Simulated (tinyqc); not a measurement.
# Worked calculation: MOSFET in the linear regime without short-channel effects, parameter extraction from computed curves

tinyqc, about 0.01 s, one thread, Intel Xeon 2.30GHz (shared host): `OMP_NUM_THREADS=1 python tinyqc.py 2210163 2210164 out.jsonl` Printed values are rounded.

Inversion charge Q = Cox n Vt W0(exp((Vg - VT)/(n Vt))), W0 the Lambert function and n = nf; u = Q/Cox; mobility mu = mu0/(1 + th1 u + th2 u^2); channel resistance Rch = (L - dL)/(W mu Q); Id = Vd/(Rch + Rsd/W). Cox = eps0 eox/tox. Small Vd, no channel-length or drain effects.

Inputs (values chosen for the exercise); channel values of the order met in silicon transistors:
- T = 300 K (temperature)
- eox = 3.9 (relative permittivity of the gate insulator (close to silicon dioxide))
- tox = 5.8 nm (insulator thickness)
- mu0 = 260 cm^2/(V s) (low-field mobility)
- th1 = 0.73 1/V (first mobility attenuation factor)
- th2 = 0 1/V^2 (second mobility attenuation factor)
- VT = 0.52 V (threshold voltage)
- nf = 1.43 (body factor)
- W = 10 um (gate width)
- L = 0.35 um (drawn gate length)
- dL = 0.02 um (drawn less effective length)
- Rsd = 140 ohm um (source plus drain resistance)
- Vd = 0.025 V (drain voltage)

Constants: q = 1.602176634e-19 C, kB = 1.380649e-23 J/K, Vt = kB T/q, eps0 = 8.8541878128e-14 F/cm where lengths are in cm. Results are converted to the units shown.

## Transfer curve

Vg, point 0 to 11 (V): 0.32  0.42  0.52  0.62  0.72  0.82  0.92  1.02  1.12  1.22  1.32  1.42

u, mu, Rch and Id as defined.

```
point        u (V)  mu (cm^2/(V s))   Rch (ohm)     Id (uA)
0      1.645697e-4         259.9688  1.295560e6  0.01929647
1      0.002321579         259.5601    91982.93   0.2717482
2       0.02096636         256.0806    10323.55    2.418368
3       0.07422942         246.6354    3027.590    8.219386
4        0.1485758         234.5596    1590.477    15.58140
5        0.2320872         222.3317    1074.177    22.97420
6        0.3201907         210.7415    821.4288    29.92475
7        0.4109638         199.9994    674.3668    36.31784
8        0.5034593         190.1245    579.0636    42.15400
9        0.5971501         181.0686    512.6274    47.47189
10       0.6917155         172.7629    463.8211    52.32084
11       0.7869471         165.1348    426.5250    56.75047
```

## Threshold and mobility at the peak transconductance

gm_i = (Id_(i+1) - Id_(i-1))/(Vg_(i+1) - Vg_(i-1)); at the point j of largest gm the tangent meets the axis at V_ext = Vg_j - Id_j/gm_j; field-effect mobility gm_j L/(W Cox Vd) with the drawn L.

gm, point 1 to 10 (uS): 11.99536  39.73819  65.81517  73.77408  71.71675  66.71821  61.14622  55.77023  50.83421  46.39290
j = 4
V_ext = 0.5087957 V
field-effect mobility = 173.4788 cm^2/(V s)

V_ext is 11 mV below the model VT, and the mobility so found is 37 % below mu0 L/(L - dL) = 276 cm^2/(V s), the value for the drawn L; attenuation, series resistance and the slow approach of Q to a straight line all lower the peak gm.

## The Y function

Y_i = Id_i/sqrt(gm_i). For Id = beta Vd x/(1 + th x), x = Vg - VT, Y = sqrt(beta Vd) x whatever th. Slope s from points 7 and 10; VT_Y = Vg - Y/s at point 10; beta = s^2/Vd; mobility beta L/(W Cox) with the drawn L; th* = (beta Vd x/Id - 1)/x at point 10.

Y, point 1 to 10 (uA^0.5 V^0.5): 0.07846212  0.3836352  1.013156  1.814073  2.712877  3.663603  4.644460  5.644657  6.658225  7.681551
s = 10.12364 uA^0.5 V^-0.5
VT_Y = 0.5612262 V
beta = 4099.522 uA/V^2
mobility from Y = 240.9994 cm^2/(V s)
th* = 0.6409220 1/V

The mobility from Y is 13 % below mu0 L/(L - dL) = 276 cm^2/(V s), which it should reach in deep inversion when th2 = 0. th* compares with th1 + mu0 Cox Rsd/(L - dL) = 0.796 1/V, since series resistance enters like th1. The match is poor here: at these overdrives Q is not yet a straight line in Vg.
